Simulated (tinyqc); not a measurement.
# Voltage drop against the pad pitch

A grid of 17 by 17 nodes with segments Rx (rows) and Ry (columns); every node draws I1 and the central node kh I1; pads with resistance Rp sit at the nodes whose row and column are multiples of the pitch, counting from 0. The drops u = Vdd - V follow from G u = i, with G the conductance matrix and i the load currents, solved directly.

Parameters, values chosen for the exercise:
- Vdd = 0.9 V (supply voltage)
- Rx = 1.1 ohm (resistance of a horizontal segment)
- Ry = 1.6 ohm (resistance of a vertical segment)
- Rp = 0.16 ohm (resistance from a pad node to the supply)
- kh = 8 (factor on the load at the hot node)
- I1 = 0.075 mA (load current of a node in the large grid)

Result of one run:
```
pitch (nodes)	pads	worst drop (mV)	mean drop (mV)	largest drop at a pad (mV)	largest pad current (mA)	worst drop over Vdd (%)
16	4	11.71	9.672	0.8880	5.550	1.301
```

What becomes of these results when the pad pitch is changed from 16 to 8 nodes, all else the same?

Result of the changed run:
```
pitch (nodes)	pads	worst drop (mV)	mean drop (mV)	largest drop at a pad (mV)	largest pad current (mA)	worst drop over Vdd (%)
8	9	2.813	2.354	0.7000	4.375	0.3126
```

The whole series:
```
pitch (nodes)	pads	worst drop (mV)	mean drop (mV)	largest drop at a pad (mV)	largest pad current (mA)	worst drop over Vdd (%)
1	289	0.07002	0.01229	0.07002	0.4377	0.007780
2	81	0.1638	0.1029	0.1124	0.7025	0.01820
4	25	0.7101	0.5279	0.2539	1.587	0.07890
8	9	2.813	2.354	0.7000	4.375	0.3126
16	4	11.71	9.672	0.8880	5.550	1.301
```

The worst drop goes from 0.0700 to 11.7 mV while the number of pads falls from 289 to 4; between the last two rows it goes as pitch^(2.06). The largest drop at a pad is 100 % of the worst drop in the first row and 7.58 % in the last; the rest falls along the wires.

tinyqc, about 0.1 s, one thread, Intel Xeon 2.30GHz (shared host): `OMP_NUM_THREADS=1 python tinyqc.py 2770120 2770121 out.jsonl`
